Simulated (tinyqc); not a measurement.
Shallow acceptor in the spherical four-band model: one step. Matrices in a small basis. Three cases, with inputs chosen for the exercise.

Question. Form S and H.

The ground state 1S3/2 has an L = 0 part f(r) and an L = 2 part g(r). In units of Ry* and a*, with Gaussians f_i = exp(-a_i r^2), g_i = r^2 exp(-a_i r^2), A = a_i + a_j and I(n) = Gamma((n + 1)/2)/(2 A^((n + 1)/2)): S_ff = I(2), S_gg = I(6), H_ff = (6 a_i a_j/A) I(2) - 2 I(1), H_gg = (14 a_i a_j/A) I(6) - 2 I(5), H_fg = -mu [15 I(2) - 20 a_j I(4) + 4 a_j^2 I(6)]; each function is then normalised. The split-off band is left out.

Case 1.

Values chosen (out of a larger set: near those of a shallow acceptor in Ge; not measured data): al = (0.424, 2.55, 15.3) 1/a*^2 (exponents a_i, the same for f and g).

mu = 0.762304

Case 2.

Values chosen (out of a larger set: near those of a shallow acceptor in Ge; not measured data): al = (0.406, 2.44, 14.6) 1/a*^2 (exponents a_i, the same for f and g).

mu = 0.752502

Case 3.

Values chosen (out of a larger set: near those of a shallow acceptor in Ge; not measured data): al = (0.43, 2.58, 15.5) 1/a*^2 (exponents a_i, the same for f and g).

mu = 0.765295

Give: S; H.

Answer.

Case 1.

S, rows f1, f2, f3, g1, g2, g3 and columns alike:
$$\begin{pmatrix}
1.0000 & 0.5847 & 0.1844 & 0 & 0 & 0 \\
0.5847 & 1.0000 & 0.5855 & 0 & 0 & 0 \\
0.1844 & 0.5855 & 1.0000 & 0 & 0 & 0 \\
0 & 0 & 0 & 1.0000 & 0.2859 & 0.0194 \\
0 & 0 & 0 & 0.2859 & 1.0000 & 0.2868 \\
0 & 0 & 0 & 0.0194 & 0.2868 & 1.0000
\end{pmatrix}$$

H (Ry*), rows f1, f2, f3, g1, g2, g3 and columns alike:
$$\begin{pmatrix}
-0.8062 & -1.0002 & -1.1937 & -1.2518 & -0.3579 & -0.0242 \\
-1.0002 & 2.5535 & 2.0958 & -2.1526 & -7.5286 & -2.1589 \\
-1.1937 & 2.0958 & 33.4162 & -0.8742 & -12.9536 & -45.1716 \\
-1.2518 & -2.1526 & -0.8742 & 1.8596 & 0.8618 & 0.0194 \\
-0.3579 & -7.5286 & -12.9536 & 0.8618 & 15.1319 & 7.3168 \\
-0.0242 & -2.1589 & -45.1716 & 0.0194 & 7.3168 & 100.4420
\end{pmatrix}$$

Case 2.

S, rows f1, f2, f3, g1, g2, g3 and columns alike:
$$\begin{pmatrix}
1.0000 & 0.5850 & 0.1848 & 0 & 0 & 0 \\
0.5850 & 1.0000 & 0.5863 & 0 & 0 & 0 \\
0.1848 & 0.5863 & 1.0000 & 0 & 0 & 0 \\
0 & 0 & 0 & 1.0000 & 0.2862 & 0.0195 \\
0 & 0 & 0 & 0.2862 & 1.0000 & 0.2877 \\
0 & 0 & 0 & 0.0195 & 0.2877 & 1.0000
\end{pmatrix}$$

H (Ry*), rows f1, f2, f3, g1, g2, g3 and columns alike:
$$\begin{pmatrix}
-0.8156 & -1.0054 & -1.1778 & -1.1833 & -0.3386 & -0.0230 \\
-1.0054 & 2.3347 & 1.8926 & -2.0351 & -7.1112 & -2.0462 \\
-1.1778 & 1.8926 & 31.6051 & -0.8282 & -12.2438 & -42.5506 \\
-1.1833 & -2.0351 & -0.8282 & 1.7574 & 0.8135 & 0.0169 \\
-0.3386 & -7.1112 & -12.2438 & 0.8135 & 14.4212 & 6.9923 \\
-0.0230 & -2.0462 & -42.5506 & 0.0169 & 6.9923 & 95.6961
\end{pmatrix}$$

Case 3.

S, rows f1, f2, f3, g1, g2, g3 and columns alike:
$$\begin{pmatrix}
1.0000 & 0.5855 & 0.1845 & 0 & 0 & 0 \\
0.5855 & 1.0000 & 0.5851 & 0 & 0 & 0 \\
0.1845 & 0.5851 & 1.0000 & 0 & 0 & 0 \\
0 & 0 & 0 & 1.0000 & 0.2868 & 0.0194 \\
0 & 0 & 0 & 0.2868 & 1.0000 & 0.2863 \\
0 & 0 & 0 & 0.0194 & 0.2863 & 1.0000
\end{pmatrix}$$

H (Ry*), rows f1, f2, f3, g1, g2, g3 and columns alike:
$$\begin{pmatrix}
-0.8028 & -0.9976 & -1.1989 & -1.2745 & -0.3655 & -0.0247 \\
-0.9976 & 2.6136 & 2.1502 & -2.1929 & -7.6471 & -2.1894 \\
-1.1989 & 2.1502 & 33.9349 & -0.8906 & -13.1532 & -45.9416 \\
-1.2745 & -2.1929 & -0.8906 & 1.8938 & 0.8809 & 0.0204 \\
-0.3655 & -7.6471 & -13.1532 & 0.8809 & 15.3259 & 7.4003 \\
-0.0247 & -2.1894 & -45.9416 & 0.0204 & 7.4003 & 101.7986
\end{pmatrix}$$

Computed by tinyqc, one run a case: `OMP_NUM_THREADS=1 python tinyqc.py N N+1 out.jsonl` with N = 1251640, 1251766, 1251908; one thread of a shared Intel(R) Xeon(R) Processor @ 2.30GHz, about 0.09 s a run at most.
